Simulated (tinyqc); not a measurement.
Growth with time: grain growth, pinning, strength and diffusional creep of a polycrystal or thin film. Computed by tinyqc, a small Python program. Command: `OMP_NUM_THREADS=1 python tinyqc.py 3001084 3001085 out.jsonl grain walk`. One thread of a shared host (Intel(R) Xeon(R) Processor @ 2.30GHz), about 0.01 s of CPU time with the checks.

One mean grain size d describes the structure.

Inputs (values chosen for the exercise, modelled on nickel): boundary energy gamma = 0.89 J/m^2; mobility prefactor M0 = 2.9e-05 m^4/(J s); activation energy of boundary motion Q_m = 1.52 eV; anneal temperature T = 771 K; initial grain size d0 = 180 nm; particle volume fraction f = 0.0024; particle radius r = 16 nm; film thickness h = 86 nm; surface energy gamma_s = 2.4 J/m^2.

Sample: thin film on a substrate.

Constants: k_B = 8.617333262e-05 eV/K.

Method. M = M0 exp(-Q_m/(k_B T)). The driving pressure is 2 gamma/d. Zener pinning pressure 3 f gamma/(2 r) stops growth at d_Z = 4 r/(3 f). Grooves where boundaries meet the surface have the angle theta = arcsin(gamma/(2 gamma_s)) and are taken to stop growth at d_h = h/(2 theta), a few film thicknesses; the limit is 1/d_lim = 1/d_Z + 1/d_h. dd/dt = 2 M gamma (1/d - 1/d_lim) integrates to 2 M gamma t = d_lim (d0 - d) + d_lim^2 ln[(d_lim - d0)/(d_lim - d)]; without pinning d^2 = d0^2 + 4 M gamma t.

limit d_lim = 224.739 nm

mobility M = 3.36239e-15 m^4/(J s)

At T:
```
t (s)  free growth (nm)  pinned growth (nm)  d/d_lim
0.013            180.43              180.09  0.80131
0.042            181.39              180.28  0.80216
0.13             184.27              180.85  0.80471
0.42             193.46              182.68  0.81284
1.3              219.00              187.67  0.83508
4.2              287.53              199.84  0.88920
13               433.60              216.59  0.96375
42               731.54              224.49  0.99887
```

The apparent exponent d ln d/d ln t of the pinned growth is at most about 0.07, below the ideal 1/2, and falls to 0.031 in the last rows: the initial size hides the law early and pinning hides it late.
